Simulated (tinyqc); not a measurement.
# MOSFET in the linear regime without short-channel effects, parameter extraction from computed curves: extraction methods against the temperature

Inversion charge Q = Cox n Vt W0(exp((Vg - VT)/(n Vt))), W0 the Lambert function and n = nf; u = Q/Cox; mobility mu = mu0/(1 + th1 u + th2 u^2); channel resistance Rch = (L - dL)/(W mu Q); Id = Vd/(Rch + Rsd/W). Cox = eps0 eox/tox. Small Vd, no channel-length or drain effects.

From the continuous curve Id(Vg): tangent at peak gm (V_ext = Vg - Id/gm); constant current Id = 0.1 uA W/L; peak of d2Id/dVg2; Y = Id/sqrt(gm) drawn through Vg = VT + 0.6 and VT + 0.8 V, with intercept VT_Y and slope s. Mobilities gm,max L/(W Cox Vd) and s^2 L/(W Cox Vd) with the drawn L. Last column: share of Rsd/W in the total resistance at VT + 0.8 V.

Inputs (values chosen for the exercise); channel values of the order met in silicon transistors:
```
symbol,value,unit,meaning
eox,25.3,,relative permittivity of the gate insulator (close to zirconium oxide)
tox,3.3,nm,insulator thickness
mu0,110,cm^2/(V s),low-field mobility
th1,0.74,1/V,first mobility attenuation factor
th2,0,1/V^2,second mobility attenuation factor
VT,0.38,V,threshold voltage
nf,1.09,,body factor
W,1,um,gate width
L,0.23,um,drawn gate length
dL,0.019,um,drawn less effective length
Rsd,330,ohm um,source plus drain resistance
Vd,0.05,V,drain voltage
```

Constants: q = 1.602176634e-19 C, kB = 1.380649e-23 J/K, Vt = kB T/q, eps0 = 8.8541878128e-14 F/cm where lengths are in cm. Results are converted to the units shown.

Result of one run:
```
V_ext (V),constant current (V),second derivative (V),VT_Y (V),mobility from gm (cm^2/(V s)),mobility from Y (cm^2/(V s)),series share (%)
0.382,0.375,0.378,0.402,87.7,117,36.3
```

Which temperature T gave this result: 77, 150, 370 or 450 K?

T = 77 K.

The whole series:
```
T (K),V_ext (V),constant current (V),second derivative (V),VT_Y (V),mobility from gm (cm^2/(V s)),mobility from Y (cm^2/(V s)),series share (%)
77,0.382,0.375,0.378,0.402,87.7,117,36.3
110,0.380,0.368,0.377,0.407,82.8,116,36.1
150,0.378,0.358,0.375,0.412,78.2,115,35.9
220,0.372,0.339,0.371,0.419,72.1,112,35.6
300,0.365,0.314,0.366,0.424,66.7,110,35.2
370,0.357,0.291,0.361,0.426,63.0,107,34.9
450,0.347,0.262,0.355,0.426,59.5,104,34.6
```

The model has VT = 0.38 V and mu0 = 110 cm^2/(V s). Over the table the extracted thresholds move by 34 mV (tangent), 110 mV (constant current), 22 mV (second derivative), 25 mV (Y function). The mobility from gm falls from 87.7 to 59.5 and that from Y falls from 117 to 104 cm^2/(V s).

tinyqc, about 0.01 s, one thread, Intel Xeon 2.30GHz (shared host): `OMP_NUM_THREADS=1 python tinyqc.py 2210149 2210150 out.jsonl`
